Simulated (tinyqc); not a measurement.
All approximations against the coupling: Froehlich polaron in a polar crystal. Computed by tinyqc, a small Python program. Command: `OMP_NUM_THREADS=1 python tinyqc.py 3006027 3006028 out.jsonl frohlich walk`. One thread of a shared host (Intel(R) Xeon(R) Processor @ 2.30GHz), about 0.05 s of CPU time with the checks.

One electron in a parabolic band of mass m*, coupled to dispersionless LO phonons in the continuum model. Energies are in units of hbar omega unless marked, wave numbers in k_0 = sqrt(2 m* omega/hbar).

Inputs (values chosen for the exercise, modelled on gallium nitride):
```
quantity,value,unit
band mass m*,0.204,m_0
LO phonon energy hbar omega,93.4,meV
eps_inf,5.45,-
static dielectric constant eps_s,9.41,-
electron wave number k/k_0,0.63,-
```

Constants: hbar^2/(2 m_0) = 3.80998212 eV angstrom^2; e^2/(4 pi eps_0) = 14.39964548 eV angstrom.

Method:
- 1/eps* = 1/eps_inf - 1/eps_s; k_0 = sqrt(2 m* omega/hbar) = sqrt(m* hbar omega / (hbar^2/(2 m_0))) with m* in m_0; alpha = (e^2/(4 pi eps_0)) k_0/(2 eps* hbar omega); polaron length 1/k_0.
- Feynman's bound: E(v, w) = 3 (v - w)^2/(4 v) - (alpha v/sqrt(pi)) int_0^infinity e^-u D(u)^(-1/2) du, D = w^2 u + ((v^2 - w^2)/v)(1 - e^(-v u)); integrals by 80 Gauss-Legendre points in s from 0 to 1 with u = 40 s^2.
- Minimise over v > w > 0 (simplex search); mass m_p/m* = 1 + (alpha v^3/(3 sqrt(pi))) int u^2 e^-u D^(-3/2) du.
- Other columns: second order -alpha; Landau-Pekar Gaussian -alpha^2/(3 pi); Lee-Low-Pines mass 1 + alpha/6. The polaron energy in meV uses the given hbar omega.

coupling constant alpha = 0.420931

Energies (hbar omega) and masses (m*):
```
alpha,second order,Gaussian,Feynman,Feynman (meV),"mass, LLP","mass, Feynman",v,w
0.11,-0.11,-0.0012838,-0.11015,-10.288,1.0183,1.019,3.01,2.99
0.21,-0.21,-0.0046792,-0.21055,-19.665,1.035,1.036,3.02,2.97
0.42,-0.42,-0.018717,-0.42223,-39.436,1.07,1.075,3.04,2.95
0.67,-0.67,-0.047630,-0.67574,-63.114,1.1117,1.124,3.07,2.91
3.6,-3.6,-1.3751,-3.8010,-355.01,1.6,2.256,3.56,2.45
6.6,-6.6,-4.6219,-7.5328,-703.56,2.1,10.51,5.28,1.71
9.6,-9.6,-9.7785,-12.663,-1182.7,2.6,89.78,11.4,1.23
13,-13,-17.931,-20.791,-1941.8,3.1667,412.8,22.2,1.11
```

What follows from these numbers?

All three energies are upper bounds (-alpha through the Lee-Low-Pines state), and the Feynman value is the lowest in every row. It lies within 5 % of -alpha up to alpha = 0.67; at alpha = 13 it is 1.16 times the Gaussian value, whose alpha^2 law it approaches with a constant shift of about -3 ln 2 - 3/4 = -2.83 (here -2.86). The mass stays within 10 % of 1 + alpha/6 up to alpha = 0.67 and reaches 413 m* in the last row; w falls from 2.99 towards 1 while v grows to 22.2.

Extremes, crossings and ranges named in words are read from the listed rows.
